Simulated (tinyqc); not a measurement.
Capillary instabilities by surface diffusion: grooving and agglomeration of films, edge retraction, wire break-up and smoothing of roughness: one step, computed by the program tinyqc. Command: `OMP_NUM_THREADS=1 python tinyqc.py 3025273 3025274 out.jsonl dewet walk`. One thread of a shared host (Intel(R) Xeon(R) Processor @ 2.30GHz), about 0.01 s of CPU time with the checks.

Isotropic surface energy; shapes change by surface diffusion alone.

Problem. Retraction of a straight edge. A rim shaped as a circular segment with contact angle theta holds the area h x; its radius r obeys r^2 (theta - sin theta cos theta) = h x. To advance, the edge must carry a strip of the rim height H = r (1 - cos theta) over the rim, driven by the curvature 1/r over the distance r theta (the scaling argument of Brandon and Bradshaw): H dx/dt = B/(theta r^2) gives x^(5/2) = (5/2) B t c^(3/2)/(theta (1 - cos theta) h^(3/2)), c = theta - sin theta cos theta.

Inputs (values chosen for the exercise, of the order of those of silicon on oxide): contact angle on the substrate theta = 60 degrees; temperature T = 1241 K; time t = 320 s; film thickness h = 26 nm.

B = 579375.9 nm^4/s

Give: retraction x; rim height H; present speed.

Solution.

retraction x = 400.7 nm

rim height H = 65.12 nm

present speed = 0.5009 nm/s

The rim is 2.5 times the film thickness. x goes as t^(2/5) h^(-3/5): thin films retract faster.
